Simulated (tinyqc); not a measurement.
Thermal boundary conductance by the acoustic and diffuse mismatch models: one step, computed by the program tinyqc. Command: `OMP_NUM_THREADS=1 python tinyqc.py 3004431 3004432 out.jsonl kapitza walk`. One thread of a shared host (Intel(R) Xeon(R) Processor @ 2.30GHz), about 0.01 s of CPU time with the checks.

Each side has one longitudinal and two transverse Debye branches, omega = v q up to q_D = (6 pi^2 n)^(1/3), with n counting all atoms. Scattering at the interface is elastic. Electrons are left out of G, also for metals. Melting is ignored. G refers to the temperatures of the phonons sent towards the interface. Linear branches over all atoms overstate G at high T, most for crystals with several atoms a cell.

Task: Boundary conductance. G = (k_B^4 T^3/(8 pi^2 hbar^3)) int W(x) x^4 e^x/(e^x - 1)^2 dx, x = hbar omega/(k_B T). Acoustic mismatch: W = sum over the three branches of alpha(1 to 2)/v_1^2, each up to the lower of its two cut-offs. Diffuse mismatch: W = S_1 S_2/(S_1 + S_2), where S_i sums 1/v^2 over the branches of side i still below their cut-off. Radiation limit: W = min(S_1, S_2). The integral is split at the four cut-offs (64 Gauss-Legendre points a piece, x at most 45). Boundary resistance R = 1/G and Kapitza length kappa_2/G use the diffuse value.

Inputs (values chosen for the exercise, modelled on copper (side 1) and gold (side 2)): conductivity kappa_2 = 323 W/(m K); temperature T = 300 K.

Structure: film on a substrate.

Branches:
```
branch     v (m/s)  cut-off (K)  Z (1e6 kg/(m^2 s))
L, side 1     4890     640.1156             44.2545
T, side 1     2510     328.5665             22.7155
L, side 2     3340     391.0127             65.1300
T, side 2     1310     153.3613             25.5450
```

Transmission:
```
branch  t at normal incidence  largest angle from side 1 (deg)  alpha, 1 to 2  alpha, 2 to 1
L                   0.9635781                               90      0.9643031      0.4498718
T                   0.9965626                               90      0.9065590      0.2469399
```

Constants: k_B = 1.380649e-23 J/K; hbar = 1.054571817e-34 J s.

Give: G, acoustic mismatch; G, diffuse mismatch; G, radiation limit; boundary resistance R; Kapitza length in side 2.

Result:

G, acoustic mismatch = 424.1 MW/(m^2 K)

G, diffuse mismatch = 490.8 MW/(m^2 K)

G, radiation limit = 635.5 MW/(m^2 K)

boundary resistance R = 2.037 m^2 K/GW

Kapitza length in side 2 = 658.1 nm

The diffuse value is 1.16 times the acoustic one and 77 % of the radiation limit. Diffuse scattering raises G here: it ignores the impedance mismatch and lets phonons change direction and branch. Caution: at this temperature short waves carry the heat; linear branches up to q_D overstate their velocity, and inelastic processes, left out here, grow with T.
